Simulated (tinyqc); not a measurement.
One point for the whole zone: special k points of the bcc lattice.

Lattice vectors in units of a: a1 = (-1/2, 1/2, 1/2), a2 = (1/2, -1/2, 1/2), a3 = (1/2, 1/2, -1/2); reciprocal vectors b_i with a_i . b_j = 2 pi delta_ij. Mesh: k = sum_i f_i b_i with f_i = (2 j_i + shift)/(2 N), j_i = 0 .. N-1. The point group of the lattice has 48 operations; only those that map the mesh onto itself are used.

A_m(k) = sum over the m-th star of lattice vectors R of cos(k . R), stars in order of length: m = 1: |R|^2 = 0.75, 8 vectors, such as (1, 1, 1) in the basis a_i; m = 2: |R|^2 = 1, 6 vectors, such as (1, 1, 0) in the basis a_i; m = 3: |R|^2 = 2, 12 vectors, such as (2, 1, 1) in the basis a_i; m = 4: |R|^2 = 2.75, 24 vectors, such as (2, 2, 1) in the basis a_i; m = 5: |R|^2 = 3, 8 vectors, such as (2, 2, 2) in the basis a_i; m = 6: |R|^2 = 4, 6 vectors, such as (2, 2, 0) in the basis a_i. The zone mean of every A_m is zero.

Test function, the lower band of a two-band insulator: E(k) = -sqrt(D^2 + (e0 - t A_1(k))^2).

Inputs chosen for the exercise (out of a larger set: the lattice of W; not measured data): D = 1.14 eV (half gap term); t = 0.55 eV (coupling); e0 = 2.58 eV (offset).

The mean-value (Baldereschi) point is taken at k = (2 pi/a) (0.1667, 0.1667, 0.5), that is f = (0.25, 0.25, -0.0833); the reference is the mesh with N = 24.

Single points:

| point | A_1 | A_2 | A_3 | A_4 | E (eV) |
|---|---|---|---|---|---|
| Gamma | 8.000 | 6.000 | 12.000 | 24.000 | -2.1476 |
| mean-value point | 0.000 | 0.000 | -3.000 | 0.000 | -2.8206 |
| zone-face centre b1/2 | 0.000 | -2.000 | -4.000 | 0.000 | -2.8206 |

reference mean = -2.9727 eV

What does the comparison show, and why?

The mean-value point makes A_1, A_2 and A_4 vanish. Its error is +152 meV, against +825 meV at Gamma and +152 meV at b1/2. E is not linear in A_1; its powers hold sums of nearest vectors and a non-zero mean, so this point is not exact. A_1 has the same value at b1/2, and E depends on A_1 alone, so this test cannot tell the two points apart.

(tinyqc, `OMP_NUM_THREADS=1 python tinyqc.py 1681368 1681369 out.jsonl`, Intel(R) Xeon(R) Processor @ 2.30GHz, 1 thread, shared host, about 0.1 s.)
